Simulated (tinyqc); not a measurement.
Resonant-tunnelling diode, transfer matrices and Tsu-Esaki current: one step of the calculation.

Emitter (band edge 0), barrier d1, well Lw, barrier d2, spacer ds, collector (edge -V). The bias drops linearly over these layers and none in the contacts; each layer is cut into ns equal slices, flat at the value of their centres. E is the energy of motion across the layers, C = hbar^2/(2 m0), psi and psi'/m are continuous. Transport is coherent, T(E) is taken as independent of the transverse momentum, and charge in the well is ignored.

Question. Slices under bias. U = edge of the layer - V x/Lt at the centre x of each slice, Lt the summed thickness.

Parameters, values chosen for the exercise; masses and offsets close to those of GaAs wells and AlGaAs barriers:
- mw = 0.068 m0 (mass in the well, spacer and contacts)
- U1 = 0.26 eV (barrier height)
- m1 = 0.09 m0 (barrier mass)
- d1 = 3.7 nm (emitter barrier)
- Lw = 6 nm (well width)
- d2 = 3.7 nm (collector barrier)
- ns = 1 (slices in each layer)
- ds = 4.8 nm (undoped spacer after the collector barrier)
- V = 0.085 V (bias of the collector)

Give: U; m; width.

Answer.

| slice | U (eV) | m (m0) | width (nm) |
|---|---|---|---|
| 0 | 0.25136 | 0.09 | 3.7000 |
| 1 | -0.03129 | 0.068 | 6.0000 |
| 2 | 0.20606 | 0.09 | 3.7000 |
| 3 | -0.07379 | 0.068 | 4.8000 |

Computed by the program tinyqc: `OMP_NUM_THREADS=1 python tinyqc.py 2600064 2600065 out.jsonl`, one thread of a shared Intel Xeon 2.30GHz, about 0.1 s for the whole run.
